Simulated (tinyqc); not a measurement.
Global model of a low-pressure process discharge: electron temperature, density, ion flux and ion energy: one step, computed by the program tinyqc. Command: `OMP_NUM_THREADS=1 python tinyqc.py 3112684 3112685 out.jsonl plasma walk`. One thread of a shared host (Intel(R) Xeon(R) Processor @ 2.30GHz), about 0.01 s of CPU time with the checks.

Maxwellian electrons with temperature T_e in eV, one positive ion, no negative ions, uniform bulk density n; rate constants have the Arrhenius form.

Task: Geometry factors. n_g = p/(k_B T_g); lambda_i = 1/(n_g sigma); h_L = 0.86/sqrt(3 + L/(2 lambda_i)), h_R = 0.8/sqrt(4 + R/lambda_i); A_eff = 2 pi R^2 h_L + 2 pi R L h_R; d_eff = pi R^2 L/A_eff.

Inputs (values chosen for the exercise, of the order of those of an inductive discharge in a simple atomic gas):
```
quantity                     value  unit
ion-neutral cross section  9.5e-19   m^2
pressure p                    0.24    Pa
gas temperature T_g            300     K
radius R                       9.4    cm
height L                        13    cm
```

Constants: k_B = 1.380649e-23 J/K.

Give: gas density n_g; ion mean free path; h_L; h_R; A_eff; d_eff.

Result:

gas density n_g = 5.794e+19 1/m^3

ion mean free path = 1.817 cm

h_L = 0.3353

h_R = 0.2641

A_eff = 389.0 cm^2

d_eff = 9.278 cm
